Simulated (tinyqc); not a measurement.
Strong pi bonds keep dimers flat: buckled dimers of a reconstructed (001) surface, two dangling bonds a dimer.

In a dimer one atom moves up by z and the other down by z; the dangling bond of the up atom (more s-like) falls by gm z and that of the down atom rises by gm z. With all dimers tilted alike: H(k) = [[-gm z - 2 ta cos k, -tp - 2 tx cos k], [., gm z - 2 ta cos k]], k along the row in 1/a. Two electrons a dimer fill the lowest N of the 2N levels on the mesh k_j = (j + 1/2) pi/N. Total energy a dimer: W(z) = (2/N) sum of the filled levels + kf z^2. Repulsion between electrons is left out.

Values chosen for the exercise (of the size met on Si(001); the results hold for these values, not for the real material):

| symbol | value | unit | meaning |
|---|---|---|---|
| ta | 0.06 | eV | coupling between like atoms along the row |
| tx | 0.06 | eV | diagonal coupling along the row |
| gm | 1.72 | eV/angstrom | shift of a dangling bond with height |
| kf | 5 | eV/angstrom^2 | force constant of buckling |
| N | 8 |  | k points |

tp is varied; z minimises W on 0 to 1 angstrom; gap on 201 points; charge moved: the mean of gm z/sqrt((gm z)^2 + h^2) over the mesh, h the off-diagonal element.

Against tp:

| tp (eV) | z (angstrom) | gain (eV) | gap (eV) | charge moved (e) |
|---|---|---|---|---|
| 0.10 | 0.3358 | 0.4115 | 0.9559 | 0.976 |
| 0.20 | 0.3213 | 0.2701 | 0.9569 | 0.934 |
| 0.30 | 0.2955 | 0.1529 | 0.9585 | 0.859 |
| 0.45 | 0.2270 | 0.0392 | 0.9622 | 0.660 |
| 0.60 | 0.0378 | 0.0000 | 0.9673 | 0.110 |
| 0.80 | 0.0000 | 0.0000 | 1.3600 | 0.000 |
| 1.00 | 0.0000 | 0.0000 | 1.7600 | 0.000 |
| 1.30 | 0.0000 | 0.0000 | 2.3600 | 0.000 |
| 1.60 | 0.0000 | 0.0000 | 2.9600 | 0.000 |

Dimers buckle for tp up to 0.6 eV among these rows; for an isolated dimer the limit is gm^2/kf = 0.592 eV. While buckled, the splitting, on average over k, stays near 2 gm^2/kf = 1.183 eV whatever tp is, and beyond the limit it follows 2 tp; the gap is smaller by the width of the bands, about 4 ta = 0.24 eV.

Computed by tinyqc, a small Python program: `OMP_NUM_THREADS=1 python tinyqc.py 1452348 1452349 out.jsonl` (the numbers bound the seed that draws the inputs); one thread of a shared host (Intel(R) Xeon(R) Processor @ 2.30GHz), about 0.02 s for the whole set of steps.
